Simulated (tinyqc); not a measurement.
# Resistance of a tapered via with liner, size effect and interface: several studies

A round via whose diameter grows from db at the bottom as D(z) = db + 2 z/tan(ang). The fill, of diameter D - 2 tl, starts above the bottom liner (thickness fb tl) and has rho = rho0 (1 + ks lam/(D - 2 tl)); the sidewall liner conducts in parallel with it. The bottom liner and the interface are crossed over the full area pi db^2/4. Spreading in the lines above and below is left out.

Values chosen for this exercise; fill metal close to molybdenum:
```
symbol,value,unit,meaning
db,9.7,nm,diameter at the bottom
hv,38,nm,height
ang,85,degrees,sidewall angle
rho0,5.33,uohm cm,bulk resistivity of the fill
lam,10.9,nm,mean free path of the fill
ks,1.5,,size-effect factor
tl,0.5,nm,liner on the sidewall
fb,1,,liner at the bottom over that on the sidewall
rl,240,uohm cm,resistivity of the liner
ri,1.9e-12,ohm cm^2,interface resistivity at the bottom
Sb,1.3e15,S/m^2,"ballistic conductance per area, about 3/(4 rho0 lam)"
rho2,7.57,uohm cm,bulk resistivity of the second fill (close to ruthenium)
lam2,6.45,nm,its mean free path
tl2,0.2,nm,its liner
```

Each table varies one quantity; the others keep the values above.

## Via resistance against the diameter at the bottom

Slices between z0 = fb tl and hv, evaluated at their midpoints: conductance per length pi/4 [(D - 2 tl)^2/rho + (D^2 - (D - 2 tl)^2)/rl], slice resistance = slice height over that. 2000 slices. R_fill = sum of the slices; R_bottom = rl fb tl/(pi db^2/4); R_interface = ri/(pi db^2/4); ballistic (Sharvin) limit 1/(Sb pi (db - 2 tl)^2/4); ideal cylinder rho0 hv/(pi db^2/4).

Via resistance against the diameter at the bottom:
```
db (nm),R_fill (ohm),R_bottom (ohm),R_interface (ohm),R (ohm),ballistic limit (ohm),R over ideal cylinder,largest part
6,138.7,42.44,6.720,187.8,39.18,2.622,fill
8.3,65.60,22.18,3.512,91.29,18.38,2.439,fill
11,34.57,12.63,1.999,49.20,9.794,2.308,fill
16,14.88,5.968,0.9450,21.79,4.353,2.164,fill
22,7.324,3.157,0.4998,10.98,2.221,2.061,fill
30,3.699,1.698,0.2688,5.665,1.165,1.977,fill
42,1.779,0.8661,0.1371,2.782,0.5826,1.903,fill
58,0.8898,0.4542,0.07191,1.416,0.3015,1.847,fill
80,0.4501,0.2387,0.03780,0.7266,0.1569,1.803,fill
```

What does the table show?

R falls from 188 to 0.727 ohm. The fill is the largest part at db = 6 and in all other rows. R goes as db^(-2.22) between the first two rows and db^(-2.07) between the last two; area alone gives -2.

## Via resistance against the liner on the sidewall

Same model as above.

2000 slices.

The same in every row: R_interface (ohm) = 2.5711.

Results:
```
tl (nm),R_fill (ohm),R_bottom (ohm),R (ohm),ballistic limit (ohm),R over ideal cylinder,largest part
0,38.097,0,40.668,10.409,1.4838,fill
0.4,44.225,12.991,59.787,12.365,2.1814,fill
0.8,51.896,25.982,80.449,14.928,2.9352,fill
1.2,61.632,38.973,103.18,18.379,3.7644,fill
1.6,74.164,51.963,128.70,23.181,4.6957,fill
2,90.521,64.954,158.05,30.145,5.7664,fill
2.8,140.80,90.936,234.30,58.264,8.5487,fill
```

Estimate the missing row, tl = 2.4 nm.

Computed row:
```
tl (nm),R_fill (ohm),R_bottom (ohm),R (ohm),ballistic limit (ohm),R over ideal cylinder,largest part
2.4,112.12,77.945,192.63,40.792,7.0283,fill
```

With this row back in the table: R rises from 40.7 to 234 ohm. The fill is the largest part at tl = 0 and in all other rows. The share of the two bottom terms goes from 6.32 to 39.9 %.

## Two fill metals against the diameter

2000 slices. R_fill = sum of the slices; R_bottom = rl fb tl/(pi db^2/4); R_interface = ri/(pi db^2/4). The second fill has rho2, lam2 and tl2 in place of rho0, lam and tl.

Two fill metals against the diameter:
```
db (nm),"R, first fill (ohm)","R, second fill (ohm)",ratio second/first
6,187.8,141.7,0.7543
8.5,86.62,69.90,0.8071
12,40.69,34.68,0.8522
17,19.12,17.04,0.8915
24,9.115,8.426,0.9244
35,4.087,3.899,0.9541
49,2.014,1.964,0.9753
70,0.9579,0.9512,0.9930
100,0.4588,0.4617,1.006
```

Read the table: what changes, and by how much?

The ratio goes from 0.754 to 1.01. The two fills give the same R at db = 83.3 nm; below it the second gives the lower R. Ratios within a few per cent of 1 are a tie, given that ballistic terms are left out.

tinyqc, about 0.01 s, one thread, Intel Xeon 2.30GHz (shared host): `OMP_NUM_THREADS=1 python tinyqc.py 2750153 2750154 out.jsonl`
